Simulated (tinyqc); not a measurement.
# Free and trapped electrons in a MOS channel with a dense trap tail, step by step

Program tinyqc, `OMP_NUM_THREADS=1 python tinyqc.py 2222189 2222190 out.jsonl`; Intel Xeon 2.30GHz, shared host, one thread, about 0.02 s. Printed values are rounded.

p-type body, charge-sheet picture, full ionisation (an idealisation for deep acceptors), Boltzmann statistics for free electrons. e = Ec - EF at the surface. Acceptor-like traps of density D(E) = D0 + De exp(-E/Ew) at depth E below Ec, from 0 to Eu, hold n_t = integral of D(E)/(1 + exp((e - E)/Vt)). psi = Eg - Vt ln(Nv/Na) - e; N_dep = sqrt(2 eps0 eps_r Na (psi - Vt)/q); n_f = sqrt(N_dep^2 + 2 eps0 eps_r Vt Nc exp(-e/Vt)/q) - N_dep; Vg = Vfb + psi + q (N_dep + n_t + n_f)/Cox, Cox = eps0 eox/tox.

Inputs (values chosen for the exercise); band and dielectric values close to those of 4H silicon carbide:
- T = 300 K (temperature)
- Eg = 3.22 eV (band gap)
- eps_r = 9.71 (relative permittivity)
- Nc = 1.73e19 cm^-3 (conduction-band density of states at T)
- Nv = 2.54e19 cm^-3 (valence-band density of states at T)
- eox = 3.9 (relative permittivity of the insulator)
- tox = 49 nm (insulator thickness)
- Na = 9.8e15 cm^-3 (acceptor density)
- Vfb = -2.58 V (flat-band voltage without trapped charge)
- D0 = 3.6e10 cm^-2 eV^-1 (constant background density of acceptor-like traps)
- De = 9.6e12 cm^-2 eV^-1 (density of the tail at the conduction edge)
- Ew = 0.12 eV (decay energy of the tail)
- Eu = 0.53 eV (depth below Ec down to which the traps reach)
- mf = 200 cm^2/(V s) (mobility of free electrons)
- e = 0.134 eV (Ec - EF at the surface)

Constants: q = 1.602176634e-19 C, kB = 1.380649e-23 J/K, Vt = kB T/q, eps0 = 8.8541878128e-14 F/cm where lengths are in cm. Results are converted to the units shown.

## Trapped charge

Trapezoid rule on 13 equal steps from 0 to Eu, f = 1/(1 + exp((e - E)/Vt)).

```
point,E (eV),D(E) f (cm^-2 eV^-1)
0,0,5.37485e10
1,0.0407692,1.81619e11
2,0.0815385,5.69421e11
3,0.122308,1.36101e12
4,0.163077,1.88904e12
5,0.203846,1.67935e12
6,0.244615,1.26862e12
7,0.285385,9.23438e11
8,0.326154,6.69300e11
9,0.366923,4.87102e11
10,0.407692,3.57197e11
11,0.448462,2.64682e11
12,0.489231,1.98812e11
13,0.53,1.51914e11
```

n_t = 4.05752e11 cm^-2

With 1600 steps n_t = 4.061e11 cm^-2; the coarse value is 0.088 % below it.

## Charges and gate voltage

psi, N_dep, n_f and Vg as defined, with the n_t given; free share n_f/(n_f + n_t); apparent mobility mf n_f/(n_f + n_t); gate voltage spent on traps q n_t/Cox.

psi = 2.88280 V
N_dep = 5.48161e11 cm^-2
n_f = 2.40310e10 cm^-2
Vg = 2.52615 V
free share = 5.59143 %
apparent mobility = 11.1829 cm^2/(V s)
gate voltage spent on traps = 0.922474 V
